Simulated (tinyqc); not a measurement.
Sensitivity of the reflectance: thin-film optics by transfer matrices.

Indices N = n + i k. Snell: N0 sin(theta) = N_j sin(theta_j), with Im(N_j cos theta_j) >= 0. Admittance y_j = N_j cos theta_j for s and N_j/cos theta_j for p. Phase delta_j = 2 pi N_j cos theta_j d_j/lambda. Layer matrix [[cos delta, -i sin delta/y], [-i y sin delta, cos delta]], multiplied from the top down to M. (B, C) = M (1, y_sub); r = (y0 B - C)/(y0 B + C), R = |r|^2, T = 4 Re y0 Re y_sub/|y0 B + C|^2, absorbed in the films 1 - R - T.

Parameters, chosen for this exercise (indices near those of polySi, SiO2 on polySi; not measured data): lam = 193 nm (vacuum wavelength); n0 = 1.44 (ambient index); n = (1.005, 1.54, 1.019) (n of polySi, SiO2, substrate); k = (2.271, 0, 2.153) (k in the same order); d = (30.9, 102) nm (thicknesses, top first); theta = 70 degrees (angle of incidence).

R for both polarisations. Each row changes one parameter from the base and keeps the others.

Results:
```
case,R_s,R_p,T_s
base,0.7943,0.4294,0.0045
"d = (35.9, 102) nm",0.7990,0.4268,0.0020
"n = (1.025, 1.54, 1.019)",0.7918,0.4222,0.0045
"k = (2.271, 0, 2.378)",0.7935,0.4298,0.0038
lam = 198 nm,0.7916,0.4304,0.0037
theta = 75 degrees,0.8396,0.4993,0.0007
```

The largest shifts from the base row, up to three for each result and ties (the steps differ in size, so this ranks the rows, not the parameters). R_s: theta +0.0454, d +0.0047, lam -0.0026. R_p: theta +0.0699, n -0.0072, d -0.0026. T_s: theta -0.0038, d -0.0026, lam -0.0009; unchanged at the printed digits by n.

Computed by tinyqc, a small Python program: `OMP_NUM_THREADS=1 python tinyqc.py 1651859 1651860 out.jsonl` (the numbers bound the seed that draws the inputs); one thread of a shared host (Intel(R) Xeon(R) Processor @ 2.30GHz), about 0.01 s for the whole set of steps.
